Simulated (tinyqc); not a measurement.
Scattering of inversion-layer electrons by surface optical phonons of the gate insulator (remote phonon scattering): one step, computed by the program tinyqc. Command: `OMP_NUM_THREADS=1 python tinyqc.py 3112268 3112269 out.jsonl sophonon walk`. One thread of a shared host (Intel(R) Xeon(R) Processor @ 2.30GHz), about 0.02 s of CPU time with the checks.

One subband with the Fang-Howard envelope; insulator and channel are half-spaces, the gate is far away, and an interlayer only moves the polar surface away by t (its own modes and its permittivity contrast are left out).

Task: Surface modes and strengths. eps(w) = eps_inf + (eps_0s - eps_i) w1^2/(w1^2 - w^2) + (eps_i - eps_inf) w2^2/(w2^2 - w^2). Surface modes solve eps(w) + eps_s = 0, a quadratic in w^2; the strength of a mode is g = 2/(w d eps/dw). Occupation N = 1/(exp(hbar w/(k_B T)) - 1).

Inputs (values chosen for the exercise, modelled on AlN on germanium):

| quantity | value | unit |
|---|---|---|
| static constant of the insulator eps_0s | 9.12 | - |
| intermediate constant eps_i | 7.43 | - |
| optical constant eps_inf | 4.82 | - |
| hbar omega_TO1 | 79 | meV |
| hbar omega_TO2 | 86.6 | meV |
| constant of the channel eps_s | 16.2 | - |
| temperature T | 200 | K |

Constants: k_B = 8.617333262e-05 eV/K.

Give: hbar omega_SO; strengths g; occupations N; hbar omega g (2 N + 1).

Result:

hbar omega_SO (meV): 1 80.63, 2 93.13

strengths g: 1 0.000874, 2 0.007205

occupations N: 1 0.009383, 2 0.004521

hbar omega g (2 N + 1) (meV): 1 0.0718, 2 0.6771

The upper mode has the larger hbar omega g N, the prefactor of absorption before the dependence on q: 6.61e-4 and 0.00303 meV.
